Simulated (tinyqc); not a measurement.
The scattering mechanism: Boltzmann transport in a parabolic band with a power-law relaxation time.

F_j(eta) = (1/Gamma(j + 1)) integral_0^infinity x^j dx/(1 + exp(x - eta)), which tends to exp(eta) for eta << 0.

tau = tau0 x^r with x = E/kT. With K_j = Gamma(j + 1) F_j(eta): <tau> = tau0 (r + 3/2) K_(r+1/2)/((3/2) K_(1/2)); mu = <tau>/(mc m0/e), m0/e = 5.685630e-12 kg/C; Hall factor rH = (3/2) K_(1/2) (2r + 3/2) K_(2r+1/2)/((r + 3/2) K_(r+1/2))^2; Seebeck S = -(kB/e) [(r + 5/2) K_(r+3/2)/((r + 3/2) K_(r+1/2)) - eta]; Lorenz number L = (kB/e)^2 [(r + 7/2) K_(r+5/2)/((r + 3/2) K_(r+1/2)) - ((r + 5/2) K_(r+3/2)/((r + 3/2) K_(r+1/2)))^2]; kB/e in V/K. Valley anisotropy is left out of rH.

Constants: kB = 8.617333262e-05 eV/K.
eta = -5.31562

Same eta for each exponent.

Results:
```
r                                     mechanism  <tau>/tau0     rH  S (microvolt/K)  L (1e-8 W ohm/K^2)
-0.5                           acoustic phonons       0.752  1.178           -630.6               1.486
0.0                  a constant relaxation time       1.000  1.000           -673.7               1.857
0.5   polar optical or piezoelectric scattering       1.505  1.104           -716.7               2.228
1.5                          ionised impurities       4.519  1.931           -802.9               2.970
```

What does the comparison show?

From r = -1/2 to 3/2 |S| grows by 172.2 microvolt/K, against 2 kB/e = 172.3 in the non-degenerate limit: scattering that favours fast electrons raises the mean energy carried. rH is 1 only for constant tau and reaches 1.931 for r = 3/2; L spans 1.486 to 2.970 against the metallic 2.443.

Run: tinyqc, `OMP_NUM_THREADS=1 python tinyqc.py 1682398 1682399 out.jsonl`; Intel(R) Xeon(R) Processor @ 2.30GHz, one thread, shared host; about 0.01 s of CPU time with all checks.
